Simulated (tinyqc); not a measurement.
Worked calculation: sp3s* tight binding with spin-orbit coupling. Values are carried at full precision from step to step, so a last printed digit may differ when a step is redone from the rounded ones.

sp3s* tight binding, nearest neighbours only: anion (a) at 0, cation (c) at a/4 (1,1,1), orbitals s, px, py, pz, s* on each; k in units of 2 pi/a. With phases e_j = exp(i (pi/2) k.n_j) for n = (1,1,1), (1,-1,-1), (-1,1,-1), (-1,-1,1): g0 = (e1+e2+e3+e4)/4, g1 = (e1+e2-e3-e4)/4, g2 = (e1-e2+e3-e4)/4, g3 = (e1-e2-e3+e4)/4. The diagonal holds the levels Esa, Epa, Exa (s*) and Esc, Epc, Exc. Anion-cation block: <sa|sc> = Vss g0; <sa|xc> = Vsapc g1; <xa|sc> = -Vscpa g1; <xa|xc> = Vxx g0; <xa|yc> = <ya|xc> = Vxy g3, <xa|zc> = <za|xc> = Vxy g2, <ya|zc> = <za|yc> = Vxy g1; <s*a|xc> = Vxapc g1; <xa|s*c> = -Vpaxc g1; y and z take g2 and g3 in place of g1; s-s* and s*-s* vanish.

Constants: hbar^2/2m0 = 3.80998211 eV angstrom^2.

Parameters, chosen for this exercise (near a published set for InP, fitted to gaps, whose masses and valley positions are rough; spin-orbit coupling, where it is added without a refit, lifts the valence top and shrinks all gaps by about a third of the splitting; the results hold for these values, not for the real material): k = (0.9, 0.07, 0.29) 2 pi/a (wave vector); Esa = -8.483 eV (s level of the anion); Epa = 0.871 eV (p level of the anion); Esc = -1.482 eV (s level of the cation); Epc = 4.05 eV (p level of the cation); Exa = 8.262 eV (s* level of the anion); Exc = 7.078 eV (s* level of the cation); Vss = -5.323 eV (s-s); Vxx = 1.881 eV (px-px); Vxy = 4.232 eV (px-py); Vsapc = 2.245 eV (s anion, p cation); Vscpa = 5.626 eV (s cation, p anion); Vxapc = 3.461 eV (s* anion, p cation); Vpaxc = 4.509 eV (p anion, s* cation); Da = 0.065 eV (atomic spin-orbit splitting, anion); Dc = 0.385 eV (the same, cation); a = 5.87 angstrom (lattice constant).

## Phase sums

Form g0 to g3 at this k.

g0, g1, g2, g3: [0.13963-0.04768i, -0.00755+0.88161i, -0.43190+0.01542i, -0.09733+0.06841i]

## The Hamiltonian without spin-orbit coupling

Fill in the 10 x 10 matrix.

H(k) (eV), rows sa, xa, ya, za, s*a, sc, xc, yc, zc, s*c and columns alike:
```
[[-8.4830, 0, 0, 0, 0, -0.7433+0.2538i, -0.0170+1.9792i, -0.9696+0.0346i, -0.2185+0.1536i, 0],
 [0, 0.8710, 0, 0, 0, 0.0425-4.9600i, 0.2627-0.0897i, -0.4119+0.2895i, -1.8278+0.0652i, 0.0341-3.9752i],
 [0, 0, 0.8710, 0, 0, 2.4299-0.0867i, -0.4119+0.2895i, 0.2627-0.0897i, -0.0320+3.7310i, 1.9474-0.0695i],
 [0, 0, 0, 0.8710, 0, 0.5476-0.3849i, -1.8278+0.0652i, -0.0320+3.7310i, 0.2627-0.0897i, 0.4389-0.3084i],
 [0, 0, 0, 0, 8.2620, 0, -0.0261+3.0513i, -1.4948+0.0534i, -0.3369+0.2368i, 0],
 [-0.7433-0.2538i, 0.0425+4.9600i, 2.4299+0.0867i, 0.5476+0.3849i, 0, -1.4820, 0, 0, 0, 0],
 [-0.0170-1.9792i, 0.2627+0.0897i, -0.4119-0.2895i, -1.8278-0.0652i, -0.0261-3.0513i, 0, 4.0500, 0, 0, 0],
 [-0.9696-0.0346i, -0.4119-0.2895i, 0.2627+0.0897i, -0.0320-3.7310i, -1.4948-0.0534i, 0, 0, 4.0500, 0, 0],
 [-0.2185-0.1536i, -1.8278-0.0652i, -0.0320-3.7310i, 0.2627+0.0897i, -0.3369-0.2368i, 0, 0, 0, 4.0500, 0],
 [0, 0.0341+3.9752i, 1.9474+0.0695i, 0.4389+0.3084i, 0, 0, 0, 0, 0, 7.0780]]
```

## Levels at this k

Diagonalise H, which belongs to k = (0.9, 0.07, 0.29) (2 pi/a). Four bands are filled (two electrons each); give the make-up of band 5, the lowest empty one.

levels (eV): [-9.0176, -6.5320, -2.1090, -1.9127, 2.4586, 3.0259, 6.8320, 7.0259, 10.0465, 10.3204]

weights of band 5: s 0.066, p 0.689, s* 0.245

weight of band 5 on atom a = 0.279

The vertical gap at this k is 4.3713 eV; band 5 is mostly p-like.

## Levels at Gamma

Spin-orbit coupling acts within the p shell of each atom as (D/3) L.sigma, D = Da or Dc: it puts four states at Ep + D/3 and two at Ep - 2D/3.

At k = 0 only g0 = 1 is left and H falls into 2 x 2 blocks [[E_a, V], [V, E_c]] with roots (E_a + E_c)/2 -/+ sqrt(((E_a - E_c)/2)^2 + V^2); the s* levels stay uncoupled. The direct gap runs from the highest lower root of the p blocks to the lowest upper root.

Blocks at Gamma (eV):
```
block               E_a      E_c        V  lower root  upper root
s (Gamma6)      -8.4830  -1.4820  -5.3230    -11.3534      1.3884
p 3/2 (Gamma8)   0.8927   4.1783   1.8810      0.0381      5.0329
p 1/2 (Gamma7)   0.8277   3.7933   1.8810     -0.0847      4.7057
```

direct gap at Gamma = 1.3503 eV

The lowest empty level at Gamma is s-like. The split-off band lies 0.1228 eV below the top, between Dc = 0.385 and Da = 0.065 eV, weighted by where the valence p state sits.

## Bands near the gap

Diagonalise at L = (1/2,1/2,1/2), X = (1,0,0), W = (1,1/2,0), K = (3/4,3/4,0) and at the fractions named between them; energies from the top of the valence band at Gamma; the matrix is 20 x 20 and 8 levels are filled.

Levels (eV):
```
k        level 3  level 5  level 7  level 8  level 9  level 10  level 11
L         -5.866   -1.075   -0.973   -0.973    1.863     1.863     4.182
L-G 0.5   -3.525   -0.620   -0.526   -0.526    2.188     2.188     4.447
G         -0.123    0.000    0.000    0.000    1.350     1.350     4.668
G-X 0.2   -1.191   -0.340   -0.269   -0.269    2.083     2.083     4.479
G-X 0.4   -2.932   -0.930   -0.870   -0.870    2.671     2.671     3.810
G-X 0.6   -4.619   -1.540   -1.484   -1.484    2.759     2.759     3.241
G-X 0.7   -5.375   -1.787   -1.731   -1.731    2.659     2.659     3.088
G-X 0.8   -6.033   -1.973   -1.917   -1.917    2.533     2.533     3.006
G-X 0.9   -6.527   -2.089   -2.033   -2.033    2.442     2.442     2.962
X         -6.725   -2.128   -2.072   -2.072    2.410     2.410     2.948
W         -6.735   -2.169   -2.086   -2.057    2.318     2.503     2.942
K         -6.615   -2.294   -1.780   -1.774    2.282     2.406     3.063
K-G 0.5   -4.188   -1.421   -0.632   -0.627    2.383     2.453     3.905
```

On these points the lowest empty level is lowest at G, 1.350 eV above the top.

## Valleys and masses

The lowest conduction level (mean of the pair) at Gamma, at its minimum on (x,0,0) for x from 0.5 to 1, and at the point L (L, and X where the search ends there, need not be minima in this model; a zero or negative inverse mass shows it). Inverse masses m0/m = (E(+h) + E(-h) - 2 E)/(2 c q^2) with c = hbar^2/2m0, q = h 2 pi/a, h = 0.002; longitudinal along the valley axis ([100] at Gamma and Delta, [111] at L), transverse along [010] or [1-10]. A dash: the next level lies within 0.15 eV, so a single mass has no use there.

Valleys:
```
valley  x (2 pi/a)  E - Ev (eV)  m0/m_l  m0/m_t
Gamma       0.0000       1.3503    8.47    8.47
Delta       1.0000       2.4101    0.75    0.00
L           0.5000       1.8626    0.62    1.47
```

Of these three the lowest is Gamma, which makes the gap direct, 1.3503 eV. At Delta m0/m_t is 0.00. This nearest-neighbour model is fitted to gaps: it places the Delta minimum and the masses at Delta and L only roughly (transverse masses can be several times too heavy), and since its bands are flat from X to W the transverse mass grows too heavy towards X; d orbitals or second neighbours cure this.

## Checks

- Direct gap at Gamma from the blocks against the full matrix: both 1.35027.

Computed by tinyqc, a small Python program: `OMP_NUM_THREADS=1 python tinyqc.py 1451404 1451405 out.jsonl` (the numbers bound the seed that draws the inputs); one thread of a shared host (Intel(R) Xeon(R) Processor @ 2.30GHz), about 0.1 s for the whole set of steps.
